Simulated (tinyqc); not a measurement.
Worked calculation: empirical pseudopotential in a few plane waves. One step of it, computed by the program tinyqc.

Problem. Levels at G. Diagonalise the Hermitian matrix.

H(k) at G (eV), lower triangle (Hermitian):
```
                     +0+0+0               -1-1-1               -1-1+1               -1+1-1
+0+0+0             0.000000
-1-1-1   2.106928-0.529137i            12.246910
-1-1+1  -2.106928-0.529137i   0.000000+0.421776i            12.246910
-1+1-1  -2.106928-0.529137i   0.000000+0.421776i             0.136057            12.246910
-1+1+1  -2.106928+0.529137i            -0.136057   0.000000+0.421776i   0.000000+0.421776i
+1-1-1  -2.106928-0.529137i   0.000000+0.421776i             0.136057             0.136057
+1-1+1  -2.106928+0.529137i            -0.136057   0.000000+0.421776i             0.000000
+1+1-1  -2.106928+0.529137i            -0.136057             0.000000   0.000000+0.421776i
+1+1+1   2.106928+0.529137i             0.000000            -0.136057            -0.136057
-2+0+0   0.000000-0.421776i  -2.106928+0.529137i  -2.106928-0.529137i  -2.106928-0.529137i
+0-2+0   0.000000-0.421776i  -2.106928+0.529137i  -2.106928-0.529137i   0.692689-0.173172i
+0+0-2   0.000000-0.421776i  -2.106928+0.529137i   0.692689-0.173172i  -2.106928-0.529137i
+0+0+2   0.000000+0.421776i  -0.692689-0.173172i   2.106928+0.529137i  -0.692689+0.173172i
+0+2+0   0.000000+0.421776i  -0.692689-0.173172i  -0.692689+0.173172i   2.106928+0.529137i
+2+0+0   0.000000+0.421776i  -0.692689-0.173172i  -0.692689+0.173172i  -0.692689+0.173172i

                     -1+1+1               +1-1-1               +1-1+1               +1+1-1
-1+1+1            12.246910
+1-1-1             0.000000            12.246910
+1-1+1             0.136057   0.000000+0.421776i            12.246910
+1+1-1             0.136057   0.000000+0.421776i             0.136057            12.246910
+1+1+1   0.000000+0.421776i            -0.136057   0.000000+0.421776i   0.000000+0.421776i
-2+0+0   2.106928-0.529137i   0.692689-0.173172i  -0.692689-0.173172i  -0.692689-0.173172i
+0-2+0  -0.692689-0.173172i  -2.106928-0.529137i   2.106928-0.529137i  -0.692689-0.173172i
+0+0-2  -0.692689-0.173172i  -2.106928-0.529137i  -0.692689-0.173172i   2.106928-0.529137i
+0+0+2  -2.106928+0.529137i  -0.692689+0.173172i  -2.106928+0.529137i   0.692689+0.173172i
+0+2+0  -2.106928+0.529137i  -0.692689+0.173172i   0.692689+0.173172i  -2.106928+0.529137i
+2+0+0   0.692689+0.173172i   2.106928+0.529137i  -2.106928+0.529137i  -2.106928+0.529137i

                     +1+1+1     -2+0+0     +0-2+0     +0+0-2
+1+1+1            12.246910
-2+0+0  -0.692689+0.173172i  16.329214
+0-2+0  -0.692689+0.173172i   0.136057  16.329214
+0+0-2  -0.692689+0.173172i   0.136057   0.136057  16.329214
+0+0+2  -2.106928-0.529137i  -0.136057  -0.136057   0.000000
+0+2+0  -2.106928-0.529137i  -0.136057   0.000000  -0.136057
+2+0+0  -2.106928-0.529137i   0.000000  -0.136057  -0.136057

           +0+0+2     +0+2+0     +2+0+0
+0+0+2  16.329214
+0+2+0   0.136057  16.329214
+2+0+0   0.136057   0.136057  16.329214
```

Give: eigenvalues.

Solution.

eigenvalues (eV): -2.9198  8.0956  8.0956  8.0956  9.5399  12.2372  12.2372  12.2372  15.1566  16.0571  16.0571  20.2182  20.2182  20.2182  20.4069
